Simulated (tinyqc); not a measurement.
CMOS latch-up, two-transistor model: one step of the calculation.

A parasitic pnp (emitter at Vdd, base shunted by Rw) and npn (emitter at ground, base shunted by Rs) feed each other: the npn collector current flows out of the pnp base node, the pnp collector current into the npn base node. Forward-active transistors with constant gains: Icn = Isn exp(Vn/Vt), Icp = Isp (exp(Vp/Vt) - 1). A current Ii is injected into the npn base node.

Task. Response to the injected current, once round the loop per iteration. Icn = Isn exp(Vn/Vt); Vp solves Vp/Rw + Icp/bp = Icn; Vn(new) solves Vn/Rs + (Isn/bn) exp(Vn/Vt) = Icp + Ii.

Values chosen for this exercise; values close to those of bulk CMOS: temperature T = 300 K; current gain of the npn bn = 13.8; current gain of the pnp bp = 0.9; saturation current of the npn at T Isn = 8.6e-15 A; saturation current of the pnp at T Isp = 3e-16 A; substrate resistance shunting the npn Rs = 990 ohm; well resistance shunting the pnp Rw = 660 ohm; current injected into the substrate Ii = 0.569 mA.

Constants: q = 1.602176634e-19 C, kB = 1.380649e-23 J/K, Vt = kB T/q. Results are converted to the units shown.

Vn at the start = 0.51 V

Wanted: Icn; Vp; Icp; Vn after iteration 1.

Result.

Icn = 0.0031778 mA
Vp = 0.0020973 V
Icp = 2.5353e-14 mA
Vn after iteration 1 = 0.56163 V

Computed by the program tinyqc: `OMP_NUM_THREADS=1 python tinyqc.py 2670137 2670138 out.jsonl`, one thread of a shared Intel Xeon 2.30GHz, about 0.08 s for the whole run.
